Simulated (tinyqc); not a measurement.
# p-n diode, drift-diffusion by the Gummel loop with Scharfetter-Gummel fluxes: current against voltage in the dark

Abrupt junction at x = 0, p side from -Lp, n side to Ln, ohmic contacts. psi is counted from the intrinsic level; n = ni exp((psi - phin)/Vt), p = ni exp((phip - psi)/Vt). Contacts: p side psi = V - Vt ln(Na/ni), p = Na, n = ni^2/Na; n side psi = Vt ln(Nd/ni), n = Nd, p = ni^2/Nd. Constant mobilities, D = mu Vt, Boltzmann statistics, SRH recombination through a mid-gap level, U = (n p - ni^2)/(tp (n + ni) + tn (p + ni)). Current is positive from the p contact to the n contact.

ni = sqrt(Nc Nv) exp(-Eg/(2 Vt)), Eg in volts. Poisson and both continuity equations are solved self-consistently with Scharfetter-Gummel fluxes on a graded mesh of 500 nodes. J_scr is q times the integral of U between -xp and xn. Ideal diffusion current J_id = q ni^2 [Dn coth(wp/Le)/(Le Na) + Dp coth(wn/Lh)/(Lh Nd)] (exp(V/Vt) - 1), Le = sqrt(Dn tn), Lh = sqrt(Dp tp), wp = Lp - xp, wn = Ln - xn, with xp and xn from the depletion approximation (W = sqrt(2 eps0 eps_r (Vbi - V)(1/Na + 1/Nd)/q), xp = W Nd/(Na + Nd), xn = W Na/(Na + Nd), Vbi = Vt ln(Na Nd/ni^2)). Ideality factor = 0.004 V/(Vt ln[J(V + 0.004 V)/J(V)]). Here G = 0.

Parameters, values chosen for the exercise; band and dielectric values those of a made-up semiconductor:
```
symbol    value        unit                                 meaning
T           275           K                             temperature
Eg         1.07          eV                                band gap
eps_r      11.5                               relative permittivity
Nc      2.19e19       cm^-3  conduction-band density of states at T
Nv      2.73e19       cm^-3     valence-band density of states at T
Na       9.4e15       cm^-3          acceptor density of the p side
Nd         1e16       cm^-3             donor density of the n side
mun         990  cm^2/(V s)                       electron mobility
mup         460  cm^2/(V s)                           hole mobility
tn        3e-10           s               SRH lifetime of electrons
tp        7e-10           s                   SRH lifetime of holes
Lp         0.92          um                    length of the p side
Ln          2.4          um                    length of the n side
G             0  cm^-3 s^-1                 uniform generation rate
```

Constants: q = 1.602176634e-19 C, kB = 1.380649e-23 J/K, Vt = kB T/q, eps0 = 8.8541878128e-14 F/cm where lengths are in cm. Results are converted to the units shown.

Current against voltage in the dark:

| V (V) | J (A/cm^2) | ideality factor | J_scr/J (%) | J_id (A/cm^2) | share recombining at the contacts (%) | larger minority/doping at -xp and xn |
|---|---|---|---|---|---|---|
| 0.14 | 3.55e-5 | 1.83 | 99.9 | 4.78e-8 | 0.0776 | 9.51e-11 |
| 0.2 | 1.40e-4 | 1.86 | 99.6 | 5.98e-7 | 0.244 | 1.19e-9 |
| 0.25 | 4.37e-4 | 1.84 | 98.9 | 4.90e-6 | 0.634 | 9.75e-9 |
| 0.31 | 0.00176 | 1.78 | 96.5 | 6.12e-5 | 1.93 | 1.22e-7 |
| 0.36 | 0.00593 | 1.68 | 91.6 | 5.01e-4 | 4.66 | 9.94e-7 |
| 0.42 | 0.0288 | 1.50 | 78.5 | 0.00625 | 11.8 | 1.23e-5 |
| 0.48 | 0.176 | 1.30 | 56.2 | 0.0779 | 23.5 | 1.52e-4 |
| 0.53 | 0.973 | 1.18 | 36.0 | 0.637 | 33.9 | 0.00121 |
| 0.59 | 8.71 | 1.17 | 17.5 | 7.93 | 43.3 | 0.0135 |

J rises from 3.55e-5 to 8.71 A/cm^2; the ideality factor goes from 1.83 through a maximum of 1.86 (at V = 0.2 V among the rows listed) to 1.17. Recombination in the depleted layer carries over half of the current up to V = 0.48 V, where the factor is 1.30; it grows roughly as exp(V/2 Vt), so diffusion overtakes it. Where the factor is lowest (V = 0.59 V), J is 9.9 % above the ideal diffusion current.

Numbers from tinyqc (`OMP_NUM_THREADS=1 python tinyqc.py 2240156 2240157 out.jsonl`; about 0.2 s on one thread of a shared Intel Xeon 2.30GHz).
